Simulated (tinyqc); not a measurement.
Raising U: Hubbard chain of 4 sites, mean field against exact. Computed by the program tinyqc. Command: `OMP_NUM_THREADS=1 python tinyqc.py 112324 112325 out.jsonl`; one thread of a shared host (Intel(R) Xeon(R) Processor @ 2.60GHz), about 5 s.

one-body matrix (hopping and site energies) (eV):
```
,1,2,3,4
1,0.0000,-1.3700,0.0000,0.0000
2,-1.3700,0.0000,-1.3700,0.0000
3,0.0000,-1.3700,0.0000,-1.3700
4,0.0000,0.0000,-1.3700,0.0000
```

electrons, up and down: 2  2

Collinear unrestricted mean field (the lowest of 40 random starts) against exact diagonalisation.

Exact and mean-field results (eV):
```
U,U/t,E exact,E mean field,mean |n_up - n_down|,"double occupancy, exact",first gap in the sector
0.6900,0.5036,-5.472895,-5.436826,0.0000,0.2239,1.5020
1.3700,1.0000,-4.898251,-4.756826,0.0000,0.1988,1.3407
2.7400,2.0000,-3.940042,-3.420942,0.3935,0.1521,1.0806
4.1100,3.0000,-3.215974,-2.523530,0.6966,0.1138,0.8862
5.4800,4.0000,-2.675809,-1.965020,0.8199,0.0849,0.7401
8.2200,6.0000,-1.961752,-1.343973,0.9177,0.0494,0.5447
10.9600,8.0000,-1.530526,-1.016635,0.9534,0.0312,0.4256
16.4400,12.0000,-1.052253,-0.681807,0.9792,0.0152,0.2929
27.4000,20.0000,-0.642009,-0.410313,0.9925,0.0057,0.1788
```

In absolute terms mean field is worst at U/t = 4.0, 0.711 eV too high: at small U it is nearly exact, and at large U it misses only exchange-scale energies. Its local moments set in at U/t = 2.0 of those listed, a broken symmetry that the exact state of a finite cluster with equal spins does not have. Relative to the exact energy its error is 0.7 % at the smallest U, 36 % at most and 36 % at the largest. The double occupancy falls from 0.224 to 0.006; at the largest U the first gap is 0.65 times the exchange scale 4t^2/U.
